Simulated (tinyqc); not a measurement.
From results back to parameters: Shockley-Read-Hall recombination through one deep level. Two cases, with inputs chosen for the exercise.

Problem. Deep-level transient spectroscopy: the emission rate is en = gam sigma T^2 exp(-dE/kB T), dE = Ec - Et. Two rates were computed from hidden dE and sigma.

Constants: kB = 8.617333262e-05 eV/K.

Case 1.

Values chosen (out of a larger set: gap and densities of states near those of GaN at this temperature; not measured data):
- gam = 3.3e+20 1/(cm^2 s K^2) (vth Nc/T^2, which does not depend on T)
- T1 = 310 K
- T2 = 352 K

en(T1) = 1.56394 1/s
en(T2) = 35.3177 1/s

Case 2.

Values chosen (out of a larger set: gap and densities of states near those of Si at this temperature; not measured data):
- gam = 6.5e+21 1/(cm^2 s K^2) (vth Nc/T^2, which does not depend on T)
- T1 = 212 K
- T2 = 244 K

en(T1) = 2.46132 1/s
en(T2) = 76.1993 1/s

Find: ln(en/T^2) at T1 and T2; dE; sigma.

Solution. ln(en/T^2) against 1/T is a line of slope -dE/kB and intercept ln(gam sigma); plotting ln en alone would overstate dE by about 2 kB T.

Case 1.

ln(en/T^2) at T1 and T2: -11.0259  -8.1629

dE = 0.641 eV
sigma = 1.3e-15 cm^2

Case 2.

ln(en/T^2) at T1 and T2: -9.8125  -6.6610

dE = 0.439 eV
sigma = 2.3e-16 cm^2

Computed by tinyqc, one run a case: `OMP_NUM_THREADS=1 python tinyqc.py N N+1 out.jsonl` with N = 1650764, 1650767; one thread of a shared Intel(R) Xeon(R) Processor @ 2.30GHz, about 0.01 s a run at most.
